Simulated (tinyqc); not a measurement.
Capillary instabilities by surface diffusion: grooving and agglomeration of films, edge retraction, wire break-up and smoothing of roughness: one step, computed by the program tinyqc. Command: `OMP_NUM_THREADS=1 python tinyqc.py 3021826 3021827 out.jsonl dewet walk`. One thread of a shared host (Intel(R) Xeon(R) Processor @ 2.30GHz), about 0.01 s of CPU time with the checks.

Isotropic surface energy; shapes change by surface diffusion alone.

Task: Retraction of a straight edge. A rim shaped as a circular segment with contact angle theta holds the area h x; its radius r obeys r^2 (theta - sin theta cos theta) = h x. To advance, the edge must carry a strip of the rim height H = r (1 - cos theta) over the rim, driven by the curvature 1/r over the distance r theta (the scaling argument of Brandon and Bradshaw): H dx/dt = B/(theta r^2) gives x^(5/2) = (5/2) B t c^(3/2)/(theta (1 - cos theta) h^(3/2)), c = theta - sin theta cos theta.

Inputs (values chosen for the exercise, for a model film): contact angle on the substrate theta = 105 degrees; temperature T = 1651 K; time t = 100 s; film thickness h = 19 nm.

B = 2243937 nm^4/s

Give: retraction x; rim height H; present speed.

Result:

retraction x = 600.18 nm

rim height H = 93.149 nm

present speed = 2.4007 nm/s

The rim is 4.9 times the film thickness. x goes as t^(2/5) h^(-3/5): thin films retract faster.
